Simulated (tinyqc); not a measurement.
Solubility, supersaturation, precipitation and gettering of an impurity in a silicon-like host: one step, computed by the program tinyqc.

The wafer was saturated at T1 and is then held at T.

Problem. Growing precipitates. Growing sinks: with y = r/r_f and y0 = r0/r_f, dy/dt = (1 - y^3)/(3 tau_f y), which integrates to t/tau_f = F(y) - F(y0), F(y) = (1/2) ln[(1 + y + y^2)/(1 - y)^2] - sqrt(3) arctan[(2y + 1)/sqrt(3)]; the share of the excess left is (1 - y^3)/(1 - y0^3), and C(t) = C_eq + (C0 - C_eq) x share.

Inputs (values chosen for the exercise, modelled on chromium in silicon): temperature of saturation T1 = 1400 K; anneal temperature T = 1189 K; initial sink radius r0 = 5.8 nm; anneal time t = 130 s.

final radius r_f = 18.14436 nm

tau_f = 290.8034 s

C_eq(T) = 4.990698e+12 1/cm^3

C0 = 3.068173e+14 1/cm^3

Give: radius at t; share of the excess left; C(t) with growing sinks.

Solution.

radius at t = 10.95 nm

share of the excess left = 0.8065

C(t) with growing sinks = 2.484e+14 1/cm^3

19.4 % of the excess has precipitated. Caution: the barrier to homogeneous nucleation is below 35 k_B T for these inputs, so new precipitates would form and outnumber the fixed sinks assumed here.
